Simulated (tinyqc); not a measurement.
Inside a calculation: armchair graphene nanoribbon in tight binding. Values are carried at full precision from step to step, so a last printed digit may differ when a step is redone from the rounded ones.

An armchair ribbon of N dimer lines, width (N - 1) sqrt3 acc/2, period 3 acc, one pz orbital a site. In line n, A_n binds to B_n with -t exp(ik/3), times (1 + d) in the two edge lines, and to B_(n-1) and B_(n+1) with -t exp(-ik/6); k runs from -pi to pi. For d = 0 the modes across the ribbon are sin(n p pi/(N + 1)), p = 1 to N, with E = -/+ t sqrt(1 + 4 c^2 + 4 c cos(k/2)), c = cos(p pi/(N + 1)).

Values chosen for the exercise (near those used for graphene; the results hold for these values, not for the real material): t = 2.63 eV (hopping); N = 7 (dimer lines); k = 2.53 (k times the period 3 acc); d = 0.12 (relative strengthening of the edge bonds).

## Transverse modes without edge correction

For each p give c, |E| at k = 0, t |1 + 2c|, and |E| at the given k.

Modes:
```
p,c,|E| at k = 0 (eV),|E| at k (eV)
1,0.9239,7.4896,6.1829
2,0.7071,6.3494,5.1614
3,0.3827,4.6429,3.7625
4,0.0000,2.6300,2.6300
5,-0.3827,0.6171,2.7895
6,-0.7071,1.0894,3.8550
7,-0.9239,2.2296,4.7788
```

N = 7 = 3 x 2 + 1. No mode has c = -1/2; the nearest, p = 5, leaves a gap of 1.2342 eV.

## The Hamiltonian at k

Fill in the matrix.

H(k) (eV), lower triangle (Hermitian):
```
,A1,A2,A3,A4,A5,A6,A7,B1,B2,B3,B4,B5,B6,B7
A1,0
A2,0,0
A3,0,0,0
A4,0,0,0,0
A5,0,0,0,0,0
A6,0,0,0,0,0,0
A7,0,0,0,0,0,0,0
B1,-1.9588+2.2000i,-2.3996-1.0764i,0,0,0,0,0,0
B2,-2.3996-1.0764i,-1.7489+1.9643i,-2.3996-1.0764i,0,0,0,0,0,0
B3,0,-2.3996-1.0764i,-1.7489+1.9643i,-2.3996-1.0764i,0,0,0,0,0,0
B4,0,0,-2.3996-1.0764i,-1.7489+1.9643i,-2.3996-1.0764i,0,0,0,0,0,0
B5,0,0,0,-2.3996-1.0764i,-1.7489+1.9643i,-2.3996-1.0764i,0,0,0,0,0,0
B6,0,0,0,0,-2.3996-1.0764i,-1.7489+1.9643i,-2.3996-1.0764i,0,0,0,0,0,0
B7,0,0,0,0,0,-2.3996-1.0764i,-1.9588+2.2000i,0,0,0,0,0,0,0
```

## Levels at k

Diagonalise H.

levels (eV): -6.2006  -5.2286  -4.7880  -3.8926  -3.8896  -2.8702  -2.7768  2.7768  2.8702  3.8896  3.8926  4.7880  5.2286  6.2006

The levels come in pairs +E, -E because only A-B bonds occur.

## The gap with the edge correction

First order in d: for the mode p nearest to c = -1/2 the gap is 2t |1 + 2c + d w|, w = 4 sin^2(p pi/(N + 1))/(N + 1) being the weight on the two edge lines. Compare with twice the smallest |E| of H(0).

p = 5
w = 0.4268
gap to first order = 1.5036 eV
gap from H(0) = 1.4956 eV

First order misses the full value by +7.9 meV.

## Checks

- Positive levels of H(k) for d = 0 against the mode formula: they agree to 1e-10 or better.

Computed by tinyqc, a small Python program: `OMP_NUM_THREADS=1 python tinyqc.py 1480947 1480948 out.jsonl` (the numbers bound the seed that draws the inputs); one thread of a shared host (Intel(R) Xeon(R) Processor @ 2.30GHz), about 0.03 s for the whole set of steps.
